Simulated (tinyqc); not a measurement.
Barrier width: Kronig-Penney superlattice by transfer matrices.

Wells (width a, potential 0, mass mw) alternate with barriers (width b, height V0, mass mb); period d = a + b; c = hbar^2/2m0. The vector (psi, psi'/m) is continuous, and a layer of thickness t carries it by M = [[cos kt, (m/k) sin kt], [-(k/m) sin kt, cos kt]] with k = sqrt(m (E - V)/c); for E < V, k = i kappa gives [[cosh, (m/kappa) sinh], [(kappa/m) sinh, cosh]] of kappa t. A Bloch state obeys cos(q d) = tr(Mb Mw)/2.

Constants: hbar^2/2m0 = 3.80998211 eV angstrom^2.

Values chosen for the exercise (near those of a GaAs superlattice with barriers of AlGaAs; not measured data):

| symbol | value | unit | meaning |
|---|---|---|---|
| a | 80 | angstrom | well width |
| V0 | 0.178 | eV | barrier height |
| mw | 0.0653 | m0 | mass in the wells |
| mb | 0.0853 | m0 | mass in the barriers |
| bs | (11, 16.5, 22, 28.6, 35.2, 44, 55) | angstrom | barrier widths |

First miniband against b. m_z = -2 c f'/d^2 with f = tr M/2 at the bottom of the band. E1 is the level of the single well, kappa1 its decay constant in the barrier.

First miniband:

| b (angstrom) | bottom (eV) | top (eV) | W (meV) | ln W | m_z (m0) |
|---|---|---|---|---|---|
| 11.0 | 0.0177 | 0.0655 | 47.78 | 3.867 | 0.0717 |
| 16.5 | 0.0231 | 0.0580 | 34.86 | 3.551 | 0.0778 |
| 28.6 | 0.0305 | 0.0480 | 17.51 | 2.863 | 0.101 |
| 35.2 | 0.0330 | 0.0450 | 12.07 | 2.490 | 0.120 |
| 44.0 | 0.0351 | 0.0425 | 7.358 | 1.996 | 0.158 |
| 55.0 | 0.0367 | 0.0407 | 3.972 | 1.379 | 0.232 |

Give the missing row, b (angstrom) = 22.0.

Computed row:
```
b (angstrom)  bottom (eV)  top (eV)  W (meV)   ln W  m_z (m0)
22.0               0.0271    0.0526    25.47  3.237    0.0864
```

E1 = 0.0386 eV
kappa1 = 0.0559 1/angstrom

W falls from 47.8 to 3.97 meV, and both edges close in on E1. The slope of ln W is -0.0574 per angstrom over the first two rows and -0.0560 over the last two, against -kappa1 = -0.0559: the width follows one power of the tunnelling amplitude once the wells couple weakly. m_z grows by a factor 3.2.

Program tinyqc; command `OMP_NUM_THREADS=1 python tinyqc.py 1252605 1252606 out.jsonl`; about 0.1 s on one thread of a shared Intel(R) Xeon(R) Processor @ 2.30GHz.
